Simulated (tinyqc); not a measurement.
Strain dependence: valley-orbit splitting of a donor ground state, with strain. Computed by tinyqc, a small Python program. Command: `OMP_NUM_THREADS=1 python tinyqc.py 3002305 3002306 out.jsonl valleyorbit walk`. One thread of a shared host (Intel(R) Xeon(R) Processor @ 2.30GHz), about 0.01 s of CPU time with the checks.

The basis is the 1s envelope in each valley; energies are counted from the unstrained conduction-band edge. The strain is e_s (a a^T - 1/3) for the unit stress axis a, so valley j along n_j moves by Xi_u e_s w_j with w_j = (n_j.a)^2 - 1/3: -1/3 for x and y, +2/3 for z.

Inputs (values chosen for the exercise, modelled on donors in silicon):

| quantity | value | unit |
|---|---|---|
| single-valley binding energy E_0 | 31.4 | meV |
| central-cell shift Lambda | 2.6 | meV |
| coupling Delta_1 | 3.92 | meV |
| coupling Delta_2 | 2.98 | meV |
| shear deformation potential Xi_u | 8.87 | eV |
| shear strain e_s | -7.9e-05 | - |

Valleys: six along <100>. Stress axis: [001].

Method:
- By symmetry: E(A1) = E_0 + Lambda + 4 Delta_1 + Delta_2 (one state), E(T2) = E_0 + Lambda - Delta_2 (three), E(E) = E_0 + Lambda - 2 Delta_1 + Delta_2 (two), as binding energies.
- H_jj = -(E_0 + Lambda) + Xi_u e_s w_j; H_jk = -Delta_2 between opposite valleys and -Delta_1 between perpendicular ones.
- The contact hyperfine ratio is A/A_0 = (sum_j c_j)^2/(number of valleys), c_j the valley amplitudes of the ground state; binding from the lowest valley edge.

E(A1) = 52.66 meV

Against strain:

| e_s | Xi_u e_s (w_max - w_min) (meV) | binding (meV) | gap to next level (meV) | A/A_0 |
|---|---|---|---|---|
| -6.30e-04 | -5.58810 | 49.250 | 18.230 | 0.98583 |
| -2.40e-04 | -2.12880 | 51.285 | 20.265 | 0.99808 |
| -7.90e-05 | -0.70073 | 52.198 | 21.178 | 0.99980 |
| -2.40e-05 | -0.21288 | 52.519 | 21.499 | 0.99998 |
| 2.40e-05 | 0.21288 | 52.589 | 21.569 | 0.99998 |
| 7.90e-05 | 0.70073 | 52.431 | 21.411 | 0.99981 |
| 2.40e-04 | 2.12880 | 51.992 | 20.972 | 0.99829 |
| 6.30e-04 | 5.58810 | 51.068 | 20.048 | 0.98957 |

A/A_0 falls for either sign of strain, to 0.986 and 0.990 at the ends; its limits are the shares of the valleys that end up lowest, 2/6 under compression and 4/6 under tension. Near zero strain A/A_0 changes in second order, the binding in first. The binding energy drops from 52.66 meV to 49.25 and 51.07 meV, since fewer valleys share the valley-orbit gain.

Extremes, crossings and ranges named in words are read from the listed rows.
